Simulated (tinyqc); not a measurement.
Inside a calculation. Model: band bending at a free surface with a continuum of surface states, surface photovoltage and Kelvin probe.

Computed by the program tinyqc: `OMP_NUM_THREADS=1 python tinyqc.py 2430162 2430163 out.jsonl`, one thread of a shared Intel Xeon 2.30GHz, about 0.01 s for the whole run. Printed values are rounded.

n-type bulk, xi = Ec - EF = Vt ln(Nc/Nd), p0 = ni^2/Nd, ni = sqrt(Nc Nv) exp(-Eg/(2 Vt)), Eg in volts. b is the upward band bending, u = b/Vt. Space charge per area, in units of q: Qc = sign(b) sqrt((2 eps0 eps_r Vt/q) [(Nd + dn)(exp(-u) - 1) + Nd u + (p0 + dn)(exp(u) - 1)]), with dn the excess density under light (flat quasi-Fermi levels; 0 in the dark). The states hold -Ds (E0 - xi - b): negative while the Fermi level lies above the neutrality level. Neutrality: Qc + Qf + (charge of the states) = 0.

Parameters, values chosen for the exercise; band and dielectric values those of a made-up semiconductor:
```
symbol,value,unit,meaning
T,300,K,temperature
Eg,1.1,eV,band gap
eps_r,16.1,,relative permittivity
Nc,3.93e17,cm^-3,conduction-band density of states at T
Nv,1.17e19,cm^-3,valence-band density of states at T
chi,4.73,eV,electron affinity
Nd,2.2e15,cm^-3,donor density
Qf,1.6e11,cm^-2,fixed positive charge at the surface
pt,5.19,eV,work function of the probe tip
Ds,1.1e12,cm^-2 eV^-1,density of surface states
E0,0.52,eV,depth of their neutrality level below the conduction edge
dn,9.7e10,cm^-3,excess carrier density under light
```

Constants: q = 1.602176634e-19 C, kB = 1.380649e-23 J/K, Vt = kB T/q, eps0 = 8.8541878128e-14 F/cm where lengths are in cm. Results are converted to the units shown.

## Bulk quantities

xi, ni, p0, the Debye length sqrt(eps0 eps_r Vt/(q Nd)) and the flat-band work function chi + xi.

xi = 0.134052 eV
ni = 1.23508e9 cm^-3
p0 = 693.376 cm^-3
Debye length = 102.251 nm
chi + xi = 4.86405 eV

## Iteration 1: band bending in the dark

b at the start = 0.31 V

Newton step: b(new) = b - (Qc + Qf - Ds (E0 - xi - b))/(dQc/db + Ds), dQc/db = (eps0 eps_r/q) [Nd (1 - exp(-u)) + p0 exp(u)]/Qc.

b after iteration 1 = 0.168487 V

## Iteration 2: band bending in the dark

As before.

b after iteration 2 = 0.171771 V

## Course of the iteration

Stop when b changes by less than 1e-10 V, or after 40 iterations.

Course of the iteration:
```
iteration,b (V),change (V)
1,0.168487,0.142
2,0.171771,3.28e-3
3,0.171775,3.53e-6
4,0.171775,4.01e-12
```

Converged in 4 iterations.

## Work function and Kelvin-probe reading

converged b = 0.171775 V

Work function chi + xi + b; contact potential difference CPD = (work function of the sample) - pt. Depth of EF below Ec at the surface: xi + b. Depletion width Qc/Nd.

xi + b = 0.305826 eV
Qc = 7.55910e10 cm^-2
Qc/Nd = 343.595 nm
work function = 5.03583 eV
CPD = -154.174 mV

The Fermi level lies 214 meV above the neutrality level.

## Surface photovoltage

Under chopped light the surface charge keeps its dark value, so b falls to bL with Qc(bL, dn) = Qc(b, 0); the photovoltage is b - bL. Qc rises with b, so bL follows by bisection.

bL = 0.170928 V
photovoltage = 0.846669 mV
share of b removed = 0.492895 %
excess holes at the surface, dn exp(bL/Vt) = 7.21499e13 cm^-3
